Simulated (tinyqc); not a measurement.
One anharmonic mode: perturbation theory, self-consistent phonons and exact levels: one step, computed by the program tinyqc.

V(x) = k x^2/2 + b x^4 for one coordinate x of mass M. A constant K > 0 gives hbar Omega = sqrt((hbar^2/u) K/M) with K in eV/angstrom^2 and M in u.

Question. Self-consistent results. Self-consistent phonon, centred at x = 0: K = k + 12 b <x^2>, <x^2> = (hbar Omega/(2K)) coth(hbar Omega/(2 k_B T)). Its free energy is F = k_B T ln[2 sinh(hbar Omega/(2 k_B T))] + (k - K)<x^2>/2 + 3 b <x^2>^2, an upper bound to the exact one.

Inputs (values chosen for the exercise, for a model mode): mode mass M = 45.8 u; harmonic constant k = -0.815 eV/angstrom^2; quartic constant b = 5.19 eV/angstrom^4; temperature T = 240 K.

Shape: double well.

self-consistent K = 0.8059717 eV/angstrom^2

Constants: hbar^2/u = 4.18015928e-03 eV angstrom^2; k_B = 8.617333262e-05 eV/K.

Give: self-consistent quantum; self-consistent <x^2>; self-consistent free energy.

Answer.

self-consistent quantum = 8.5768 meV

self-consistent <x^2> = 0.026027 angstrom^2

self-consistent free energy = -28.603 meV
